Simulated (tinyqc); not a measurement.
UHF in the 6-31g basis, for H2-, spin multiplicity 2, step by step. The basis has no diffuse functions, so it cannot describe the extra electron: this is an exercise in the method, not the real anion. One step of it, computed by the program tinyqc.

Task: Iteration 1: diagonalisation and new density. Diagonalise F' = X^T F X, C = X C', fill 2 alpha and 1 beta electrons from the bottom; D(s) = C_occ C_occ^T. Each column has its largest component positive (the first on a tie).

F(alpha) (hartree), order 1H 1s, 1H 2s, 2H 1s, 2H 2s:
```
[[0.361004, -0.222194, -0.053495, -0.131480],
 [-0.222194, 0.034644, -0.131480, -0.066846],
 [-0.053495, -0.131480, 0.361004, -0.222194],
 [-0.131480, -0.066846, -0.222194, 0.034644]]
```

F(beta) (hartree), order 1H 1s, 1H 2s, 2H 1s, 2H 2s:
```
[[0.819264, 0.019485, -0.190013, -0.150470],
 [0.019485, 0.182473, -0.150470, -0.044398],
 [-0.190013, -0.150470, 0.819264, 0.019485],
 [-0.150470, -0.044398, 0.019485, 0.182473]]
```

X, order 1H 1s, 1H 2s, 2H 1s, 2H 2s:
```
[[1.254224, -0.500593, 0.025296, 0.026223],
 [-0.500593, 1.458004, 0.026223, -0.431607],
 [0.025296, 0.026223, 1.254224, -0.500593],
 [0.026223, -0.431607, -0.500593, 1.458004]]
```

Give: F' = X^T F X; orbital energies; coefficients C; F' = X^T F X; orbital energies; coefficients C; D(alpha) after iteration 1; D(beta) after iteration 1.

Result:

F' = X^T F X (alpha) (hartree):
```
[[0.8486, -0.6601, 0.0770, -0.0549],
 [-0.6601, 0.5189, -0.0549, -0.1392],
 [0.0770, -0.0549, 0.8486, -0.6601],
 [-0.0549, -0.1392, -0.6601, 0.5189]]
```

orbital energies (alpha) (hartree): [-0.1127, 0.1070, 1.3227, 1.4180]

coefficients C (alpha), order 1H 1s, 1H 2s, 2H 1s, 2H 2s:
```
[[0.2369, 0.3096, -0.8933, 0.9354],
 [0.4075, 0.7372, 1.1750, -0.6879],
 [0.2369, -0.3096, 0.8933, 0.9354],
 [0.4075, -0.7372, -1.1750, -0.6879]]
```

F' = X^T F X (beta) (hartree):
```
[[1.2937, -0.5440, -0.0735, -0.1066],
 [-0.5440, 0.5832, -0.1066, -0.1686],
 [-0.0735, -0.1066, 1.2937, -0.5440],
 [-0.1066, -0.1686, -0.5440, 0.5832]]
```

orbital energies (beta) (hartree): [0.0522, 0.5247, 1.5827, 1.5943]

coefficients C (beta), order 1H 1s, 1H 2s, 2H 1s, 2H 2s:
```
[[0.1472, 0.0698, 0.9536, -0.9429],
 [0.4708, 1.0142, -0.6462, 0.9463],
 [0.1472, -0.0698, 0.9536, 0.9429],
 [0.4708, -1.0142, -0.6462, -0.9463]]
```

D(alpha) after iteration 1, order 1H 1s, 1H 2s, 2H 1s, 2H 2s:
```
[[0.1520, 0.3248, -0.0397, -0.1317],
 [0.3248, 0.7095, -0.1317, -0.3774],
 [-0.0397, -0.1317, 0.1520, 0.3248],
 [-0.1317, -0.3774, 0.3248, 0.7095]]
```

D(beta) after iteration 1, order 1H 1s, 1H 2s, 2H 1s, 2H 2s:
```
[[0.0217, 0.0693, 0.0217, 0.0693],
 [0.0693, 0.2217, 0.0693, 0.2217],
 [0.0217, 0.0693, 0.0217, 0.0693],
 [0.0693, 0.2217, 0.0693, 0.2217]]
```
